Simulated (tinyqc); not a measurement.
Inside a calculation. Model: tunnelling through a two-layer gate stack, WKB transmission and Tsu-Esaki current.

Program tinyqc, `OMP_NUM_THREADS=1 python tinyqc.py 2540065 2540066 out.jsonl`; Intel Xeon 2.30GHz, shared host, one thread, about 0.02 s. Printed values are rounded.

Electrons leave the emitter at x = 0. Energies E (motion across the layers) are in eV from the emitter Fermi level; the collector Fermi level lies at -V and offers states at every E. No charge in the dielectric and no image force: F1 = V/(t1 + t2 eps1/eps2), F2 = F1 eps1/eps2; U = phi1 - F1 x in layer 1 and phi2 - F1 t1 - F2 (x - t1) in layer 2. With C = hbar^2/(2 m0), kappa = sqrt(m (U - E)/C) where U > E and 0 elsewhere; T(E) = exp(-S), S = 2 times the integral of kappa over x.

Parameters, values chosen for the exercise; layer 1 close to silicon nitride, layer 2 close to zirconium oxide: temperature T = 350 K; Fermi energy of the emitter above its band bottom Ef = 0.3 eV; emitter mass in the supply function me = 0.55 m0; barrier of layer 1 above the emitter Fermi level at zero bias phi1 = 2.03 eV; tunnelling mass of layer 1 m1 = 0.49 m0; thickness of layer 1 t1 = 0.5 nm; relative permittivity of layer 1 eps1 = 7.2; barrier of layer 2 at zero bias phi2 = 1.43 eV; tunnelling mass of layer 2 m2 = 0.25 m0; thickness of layer 2 t2 = 2.4 nm; relative permittivity of layer 2 eps2 = 25.8; voltage across the dielectric V = 0.6 V; energy of the electron followed E = 0 eV; cells in each layer nc = 3; lower end of the energy grid Ea = -0.3 eV; upper end of the energy grid Eb = 0.35 eV; points of the energy grid nE = 11.

Constants: q = 1.602176634e-19 C, kB = 1.380649e-23 J/K, hbar = 1.054571817e-34 J s, m0 = 9.1093837015e-31 kg, Vt = kB T/q, hbar^2/(2 m0) = 0.0380998212 eV nm^2. Results are converted to the units shown.

Range of the model: A layer thinner than 0.8 nm holds only a few atomic planes, where an effective mass is a rough description.

## Fields and band edges

F1 = V/(t1 + t2 eps1/eps2), F2 = F1 eps1/eps2; U = phi1 - F1 x in layer 1 and phi2 - F1 t1 - F2 (x - t1) in layer 2. EOT = 3.9 (t1/eps1 + t2/eps2).

F1 = 5.129225 MV/cm
F2 = 1.431412 MV/cm
U at the end of layer 1 = 1.773539 eV
U at the start of layer 2 = 1.173539 eV
U at the end of layer 2 = 0.83 eV
EOT = 0.6336240 nm

## WKB exponent by the midpoint rule

Cut each layer into nc equal cells, take U and kappa at the cell centres, and sum S = 2 sum kappa h.

```
cell    x (nm)    U (eV)  kappa (1/nm)
0     0.083333  1.987256      5.055493
1     0.250000  1.901769      4.945560
2     0.416667  1.816282      4.833127
3     0.900000  1.116282      2.706422
4     1.700000  1.001769      2.563849
5     2.500000  0.887256      2.412866
```

S = 17.23775
T(E) = 3.263940e-8

## WKB exponent in closed form

Each layer adds (2/F) sqrt(m/C) [G(u at its left edge) - G(u at its right edge)] to S, with u = U - E (0 where negative) and G(u) = (2/3) u^1.5. The slope follows from 1/d = -dS/dE.

S = 17.23594
T(E) = 3.269848e-8
energy d over which T(E) grows by a factor e = 0.13394 eV

The midpoint rule gives S = 17.238, so its T(E) is 0.18 % below this value. The band edge stays above E through the whole stack: direct tunnelling through a trapezoid.

## Current density on a coarse energy grid

J = J0 times the integral of T(E) N(E) dE, N = ln[(1 + exp(-E/Vt))/(1 + exp((-E - V)/Vt))], J0 = q^2 me m0 kB T/(2 pi^2 hbar^3) (times 1e-4 for A/cm^2 per eV), by Simpson's rule on nE equally spaced points from Ea to Eb.

```
point      E (eV)         T(E)            N        T(E) N
0      -0.3000000  3.991596e-9     9.946730   3.970333e-8
1      -0.2350000  6.165113e-9     7.792013   4.803864e-8
2      -0.1700000  9.625388e-9     5.640039   5.428756e-8
3      -0.1050000  1.520409e-8     3.511657   5.339157e-8
4      -0.0400000  2.432245e-8     1.561679   3.798386e-8
5       0.0250000  3.945185e-8    0.3622317   1.429071e-8
6       0.0900000  6.497357e-8   0.04935106   3.206515e-9
7       0.1550000  1.088230e-7  0.005845589  6.361346e-10
8       0.2200000  1.857231e-7  6.791910e-4  1.261415e-10
9       0.2850000  3.237461e-7  7.873422e-5  2.548990e-11
10      0.3500000  5.781214e-7  9.124726e-6  5.275200e-12
```

J0 = 2.684513e8 A/(cm^2 eV)
J = 4.050846 A/cm^2

The integrand peaks at E = -0.170 eV among these points. A converged quadrature from -Ef to above the barrier gives 4.058 A/cm^2; this grid is 0.17 % below that.
